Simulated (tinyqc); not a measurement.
Thermodynamics of metal silicides: hull, first phase, silicon consumed, nucleation and stability against SiO2. Changing the silicon available t_Si. Computed by tinyqc, a small Python program. Command: `OMP_NUM_THREADS=1 python tinyqc.py 3028535 3028536 out.jsonl silphase sweep`. One thread of a shared host (Intel(R) Xeon(R) Processor @ 2.30GHz), about 0.01 s of CPU time with the checks.

Entropies of formation of the solids are neglected, so heats stand for free energies. Si fractions: M2Si 0.3333, MSi 0.5000, MSi2 0.6667.

Inputs (values chosen for the exercise, for a model metal):
```
quantity                   value          unit
heat of formation of M2Si  -51.1  kJ/mol atoms
heat of formation of MSi   -55.2  kJ/mol atoms
heat of formation of MSi2  -26.3  kJ/mol atoms
molar volume of M           9.09      cm^3/mol
molar volume of Si         12.06      cm^3/mol
metal thickness t             11            nm
```

Phases: M2Si, MSi, MSi2.

Method. A phase is stable if it lies below every straight line between a phase on its left and one on its right (M and Si at zero). Distance = its heat less the lowest such line, negative for a stable phase. Overall Si fraction x0 = (t_Si/V_Si)/(t_Si/V_Si + t/V_M). In equilibrium the two stable phases that bracket x0 share the atoms by the lever rule.

One run for each value:
```
silicon available t_Si (nm)  overall Si fraction x0  share of atoms in the Si-richer phase
3.30                                        0.18442                                0.55326
9.07                                        0.38328                                0.29969
14.90                                       0.50519                                0.01037
20.60                                       0.58533                                0.17065
26.40                                       0.64400                                0.28799
32.20                                       0.68812                                0.37624
38.00                                       0.72252                                0.44503
43.70                                       0.74965                                0.49930
49.50                                       0.77230                                0.54460
```

Describe and explain the trends.

Over the rows, overall Si fraction x0 rises from 0.184 to 0.772 (exponent d ln y / d ln x 0.72 between the first rows and 0.24 between the last); share of atoms in the Si-richer phase goes from 0.553 through a minimum among these rows, 0.0104 at 14.9, to 0.545. The share restarts from zero each time x0 passes the composition of a stable phase.

Extremes, crossings and ranges named in words are read from the listed rows.
